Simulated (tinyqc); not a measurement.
Rates against energy: scattering rates of a carrier in a spherical band by Fermi's golden rule. Computed by tinyqc, a small Python program. Command: `OMP_NUM_THREADS=1 python tinyqc.py 3011281 3011282 out.jsonl scatter walk`. One thread of a shared host (Intel(R) Xeon(R) Processor @ 2.30GHz), about 0.01 s of CPU time with the checks.

All processes here are isotropic or elastic, and the rate listed is the momentum relaxation rate.

Inputs (values chosen for the exercise, modelled on electrons in diamond):
```
quantity                                            value       unit
density-of-states mass of one valley m              0.491        m_0
non-parabolicity alpha                                0.2       1/eV
static permittivity eps_s                             5.7          -
density rho                                          3515     kg/m^3
sound velocity v_l                                  17700        m/s
acoustic deformation potential D_A                      8         eV
phonon energy hbar w                                  138        meV
optical or intervalley deformation potential D_o      8.2  1e8 eV/cm
final valleys Z_f                                       5          -
ionised impurity density N_I                      2.4e+15     1/cm^3
temperature T                                         350          K
```

Crystal: non-polar. Band: Kane. Impurity formula: Brooks-Herring. Further scattering: none.

Constants: k_B = 1.380649e-23 J/K; e = 1.602176634e-19 C; hbar = 1.054571817e-34 J s; m_0 = 9.1093837015e-31 kg; hbar = 6.582119569e-16 eV s; k_B = 8.617333262e-05 eV/K; eps_0 = 8.8541878128e-12 F/m.

Method:
- Kane band: hbar^2 k^2/(2 m) = E (1 + alpha E), speed v = hbar k/(m (1 + 2 alpha E)), states per spin, volume and energy g(E) = m k (1 + 2 alpha E)/(2 pi^2 hbar^2); overlap factors are set to 1. Masses are multiplied by m_0 and all formulas are in SI units.
- Phonon occupation N_q = 1/(exp(hbar w/(k_B T)) - 1).
- Acoustic deformation potential (elastic, equipartition, absorption and emission together): 1/tau = 2 pi k_B T D_A^2 g(E)/(hbar rho v_l^2).
- Optical or intervalley deformation potential: 1/tau = (pi Z_f D_o^2/(rho w)) [N_q g(E + hbar w) + (N_q + 1) g(E - hbar w)], with g = 0 below the band edge.
- Singly charged impurities, momentum relaxation: 1/tau = N_I e^4 m (1 + 2 alpha E) Phi/(8 pi (eps_s eps_0)^2 hbar^3 k^3), with alpha = 0 for a parabolic band.
- Brooks-Herring: Phi = ln(1 + b) - b/(1 + b), b = 4 k^2 L_s^2.
- Debye screening by free carriers of density N_I: L_s = sqrt(eps_s eps_0 k_B T/(e^2 N_I)).

Momentum relaxation rates (1e12/s) and the total time:
```
E (meV)  acoustic  optical absorption  optical emission  ionised impurity  tau_m (fs)
14         0.3743             0.11758             0.000        8.5694e-01       741.4
34         0.5892             0.12627             0.000        2.5590e-01      1029.5
69         0.8538             0.14081             0.000        9.6892e-02       916.1
120        1.1541             0.16094             0.000        4.5234e-02       735.1
150        1.3089             0.17238             2.996        3.3266e-02       221.7
210        1.5930             0.19466             7.560        2.0933e-02       106.7
300        1.9842             0.22718            11.840        1.2821e-02        71.1
480        2.7162             0.29108            18.684        6.7331e-03        46.1
830        4.1167             0.41763            30.812        3.1891e-03        28.3
1400       6.5606             0.64154            51.437        1.5639e-03        17.1
```

The largest rate is ionised impurity at 14.0, acoustic from 34.0 to 120, optical emission from 150 to 1400 meV. Crossing hbar w = 138 meV opens emission: tau_m goes from 735 to 222 fs between the two rows around it. The impurity rate goes between the last rows as E^-1.36; the acoustic rate follows g(E) and grows by a factor 17.5 over the table (10.0 for a parabolic band).

Extremes, crossings and ranges named in words are read from the listed rows.
